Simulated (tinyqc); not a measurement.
Front-illuminated p-i-n photodiode, quantum efficiency and bandwidth: two steps of the calculation.

Light enters through a p layer (0 to xp), a depleted layer (xp to xp + wi) and a thick n substrate, decaying as exp(-al x); one pass, no back reflection. Carriers made in the depleted layer are all collected; those in the neutral layers diffuse.

Values chosen for this exercise; values close to those of silicon at this wavelength:

| symbol | value | unit | meaning |
|---|---|---|---|
| lam | 1000 | nm | wavelength |
| al | 62.9 | 1/cm | absorption coefficient |
| Rf | 0.3 |  | reflectance of the front face |
| eps_r | 11.3 |  | relative permittivity |
| xp | 0.18 | um | thickness of the front p layer |
| wi | 60 | um | thickness of the depleted layer |
| Dn | 6.5 | cm^2/s | electron diffusion coefficient in the p layer |
| Ln | 12 | um | electron diffusion length in the p layer |
| S | 6e5 | cm/s | recombination velocity of the front surface |
| Lp | 0.68 | um | hole diffusion length in the thick n substrate |
| ve | 1e7 | cm/s | electron drift velocity |
| vh | 6.9e6 | cm/s | hole drift velocity |
| dia | 18 | um | diameter |
| RL | 50 | ohm | load resistance |
| Cp | 70 | fF | parasitic capacitance |
| f | 0.61 | GHz | modulation frequency |

Constants: q = 1.602176634e-19 C, h = 6.62607015e-34 J s, c = 299792458 m/s, eps0 = 8.8541878128e-14 F/cm where lengths are in cm. Results are converted to the units shown.

Problem 1. Quantum efficiency. k = al Ln, s = S Ln/Dn, e = exp(-al xp); front layer f1 = (k/(k^2 - 1)) {[s + k - e (s cosh(xp/Ln) + sinh(xp/Ln))]/[s sinh(xp/Ln) + cosh(xp/Ln)] - k e}; depleted layer f2 = e (1 - exp(-al wi)); substrate f3 = e exp(-al wi) al Lp/(1 + al Lp); external efficiency (1 - Rf)(f1 + f2 + f3); responsivity = efficiency q lam/(h c).

Wanted: s; f1; f2; f3; external efficiency; responsivity.

Solution 1.

s = 110.77
f1 = 7.7826e-4
f2 = 0.31400
f3 = 0.0029168
external efficiency = 0.22239
responsivity = 0.17937 A/W

The front layer absorbs 0.113 % of the light that enters and collects 68.8 % of that. Diffusion from the neutral layers makes up 1.16 % of the current.

Problem 2. Response at one frequency. Drift response for pairs made in the depleted layer, a = al wi, g = 1 - exp(-a), u = 2 pi i f, te = wi/ve, th = wi/vh: electrons He = [g - a (exp(-a) - exp(-u te))/(u te - a)]/(u te g), holes Hh = [g - a (1 - exp(-a - u th))/(a + u th)]/(u th g); C = eps0 eps_r pi (dia/2)^2/wi + Cp; total |He + Hh|/sqrt(1 + (2 pi f RL C)^2), for the current of the depleted layer alone.

Give: te; th; He; Hh; |He + Hh|; C; total response.

Solution 2.

te = 600.0 ps
th = 869.6 ps
He = 0.3259-0.3190i
Hh = 0.1801-0.2937i
|He + Hh| = 0.7946
C = 70.42 fF
total response = 0.7946

The drift response alone falls to 1/sqrt(2) at 0.751 GHz and the RC term alone at 45.2 GHz; together they give 0.751 GHz.

Numbers from tinyqc (`OMP_NUM_THREADS=1 python tinyqc.py 2250018 2250019 out.jsonl`; about 0.01 s on one thread of a shared Intel Xeon 2.30GHz).
